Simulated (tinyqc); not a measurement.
From results back to parameters: hole subbands of a hard-walled well, four-band Luttinger model. Four cases, with inputs chosen for the exercise.

Problem. At k = 0 in a hard-walled well HHn = c (g1 - 2 g2)(n pi/L)^2 - Z0 and LHn = c (g1 + 2 g2)(n pi/L)^2 + Z0, c = hbar^2/2m0. Two spacings were computed from hidden g1 and g2.

Constants: hbar^2/2m0 = 3.80998211 eV angstrom^2.

Case 1.

Values chosen (out of a larger set: near those of Si; not measured data): L = 145 angstrom (well width along [001]); Z0 = 0 eV (shear strain energy).

HH2 - HH1 = 19.316 meV
LH1 - HH1 = 2.432 meV

Case 2.

Values chosen (out of a larger set: near those of GaSb; not measured data): L = 195 angstrom (well width along [001]); Z0 = 0 eV (shear strain energy).

HH2 - HH1 = 11.718 meV
LH1 - HH1 = 18.670 meV

Case 3.

Values chosen (out of a larger set: near those of GaAs; not measured data): L = 120 angstrom (well width along [001]); Z0 = -0.0255 eV (shear strain energy).

HH2 - HH1 = 22.405 meV
LH1 - HH1 = -29.692 meV

Case 4.

Values chosen (out of a larger set: near those of Ge; not measured data): L = 95 angstrom (well width along [001]); Z0 = 0 eV (shear strain energy).

HH2 - HH1 = 64.748 meV
LH1 - HH1 = 69.665 meV

Find: u = c (pi/L)^2; g2; g1.
Solution. HH2 - HH1 = 3u (g1 - 2 g2) and LH1 - HH1 = 4 u g2 + 2 Z0.

Case 1.

u = c (pi/L)^2 = 1.788 meV
g2 = 0.34
g1 = 4.28

Case 2.

u = c (pi/L)^2 = 0.989 meV
g2 = 4.72
g1 = 13.39

Case 3.

u = c (pi/L)^2 = 2.611 meV
g2 = 2.04
g1 = 6.94

Case 4.

u = c (pi/L)^2 = 4.167 meV
g2 = 4.18
g1 = 13.54

Computed by tinyqc, one run a case: `OMP_NUM_THREADS=1 python tinyqc.py N N+1 out.jsonl` with N = 1280369, 1280373, 1280396, 1280405; one thread of a shared Intel(R) Xeon(R) Processor @ 2.30GHz, about 0.2 s a run at most.
